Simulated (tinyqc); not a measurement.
# Correction of a charged-defect supercell by a model charge and potential alignment (plane-averaged potentials), step by step

A worked calculation. Computed by tinyqc, a small Python program that keeps every step. Command: `OMP_NUM_THREADS=1 python tinyqc.py 3110426 3110427 out.jsonl align walk`. One thread of a shared host (Intel(R) Xeon(R) Processor @ 2.30GHz), about 0.01 s of CPU time with the checks. Intermediate numbers are printed to about 7 digits and carried at full precision; extremes and crossings named in words are read from the listed rows.

The "true" defect charge is (1 - x) q in a Gaussian of width sigma plus x q in one of width sigma_t, so the exact answer is known; the correction sees only a single model Gaussian of width sigma_m. A Gaussian of width s has the transform rho(G) = exp(-G^2 s^2/2), normalised to 1. A uniform background cancels q, so G = 0 is left out. Potentials are those felt by a unit positive charge. E_0 is the formation energy of the isolated defect, E_cell its value in the supercell, E_lat = E_iso - E_per of the model charge, C the true less the model potential far from the defect; the exact correction is E_0 - E_cell, and the error of a scheme is E_cell plus its correction less E_0.

Inputs (values chosen for the exercise, with screening close to that of GaAs):
```
quantity,value,unit
defect charge q,3,e
dielectric constant eps,13.3,-
edge of the cubic cell L,12.9,angstrom
width sigma of the true defect charge,1.1,angstrom
width sigma_m of the model charge,0.95,angstrom
share x of the charge in a wide tail,0.33,-
width sigma_t of the tail,1.8,angstrom
formation energy of the isolated defect E_0,1.76,eV
```

Constants: e^2/(4 pi eps_0) = 14.39964548 eV angstrom.

## The supercell energy and its true error

Periodic energy E_per = (2 pi q^2/(eps L^3)) (e^2/(4 pi eps_0)) sum_(G != 0) rho(G)^2/G^2, G = (2 pi/L)(n1, n2, n3), |n_i| <= 16. Isolated energy: two Gaussians of charges q_a, q_b and widths a, b interact by q_a q_b (e^2/(4 pi eps_0 eps)) sqrt(2/pi)/sqrt(a^2 + b^2), and the self-energy is half the sum over pairs. Supercell value E_cell = E_0 + E_per - E_iso for the true charge.

E_iso, true charge = 2.102923 eV

E_per, true charge = 1.084950 eV

E_cell = 0.7420271 eV

exact correction = 1.017973 eV

## Lattice energy of the model charge

E_lat = E_iso - E_per for the model charge; point-charge value alpha q^2 e^2/(4 pi eps_0 eps 2 L) with alpha = 2.837297.

E_iso, model = 2.893438 eV

E_per, model = 1.847589 eV

E_lat = 1.045848 eV

point-charge value = 1.071588 eV

## Plane-averaged potentials

Plane-averaged potential at distance z from the defect: V(z) = (4 pi q/(eps L^3)) (e^2/(4 pi eps_0 e)) sum_(m != 0) rho(G_m) cos(G_m z)/G_m^2, G_m = 2 pi m/L, |m| <= 40.

Potentials (V):
```
z/L,z (angstrom),true,model,difference
0.00,0.000,0.1513028,0.1792919,-0.02798904
0.05,0.645,0.1395116,0.1626082,-0.02309658
0.10,1.290,0.1082026,0.1205000,-0.01229743
0.15,1.935,0.0664741,0.0687508,-0.00227667
0.20,2.580,0.0228776,0.0188921,0.00398554
0.25,3.225,-0.0172986,-0.0243995,0.00710092
0.30,3.870,-0.0515122,-0.0599755,0.00846327
0.35,4.515,-0.0786531,-0.0876597,0.00900655
0.40,5.160,-0.0982317,-0.1074349,0.00920311
0.45,5.805,-0.1100340,-0.1193000,0.00926596
0.50,6.450,-0.1139753,-0.1232550,0.00927970
```

The difference moves by 0.08 mV between z/L = 0.4 and 0.5: a plateau.

## Alignment and corrected energy

C = difference at z = L/2; E_corr = E_cell + E_lat - q C. For charges that have died out at L/2, C = (2 pi q/(eps L^3)) (e^2/(4 pi eps_0 e)) (<s^2> - sigma_m^2), <s^2> = (1 - x) sigma^2 + x sigma_t^2.

alignment C = 0.009279705 V

C, closed form = 0.009291899 V

E_corr = 1.760036 eV

error with alignment (rounded to 1e-4 meV) = 0.0365 meV

error without alignment = 27.87560 meV

error with the point-charge term alone = 53.61495 meV

error without correction = -1017.973 meV

Errors are measured against E_0. Alignment cuts the error of the model charge from 28 to 0.036 meV.

## Errors against cell size

Schemes: none; point-charge term alpha q^2 e^2/(4 pi eps_0 eps 2 L), alpha = 2.837297; E_lat of the model; E_lat - q C with C at z = L/2.

Error against E_0 (meV):
```
L (angstrom),none,point charge,model charge,model and alignment
9.03,-1374.692,156.1482,81.10610,3.329323
11.00,-1170.212,86.4678,44.95431,0.372426
12.90,-1017.973,53.6149,27.87560,0.036483
15.50,-860.930,30.9072,16.06940,0.001070
19.40,-696.787,15.7634,8.19577,0.000002
```

Between the last two rows the uncorrected error scales as L^-0.94 and the point-charge remainder as L^-3.00. With alignment the error is +3.3 meV in the smallest cell and 0.00 meV in the largest.

Checks made by the program: E_lat against the point-charge value less 2 pi q^2 sigma_m^2 e^2/(4 pi eps_0 eps L^3) (relative difference 2e-07).
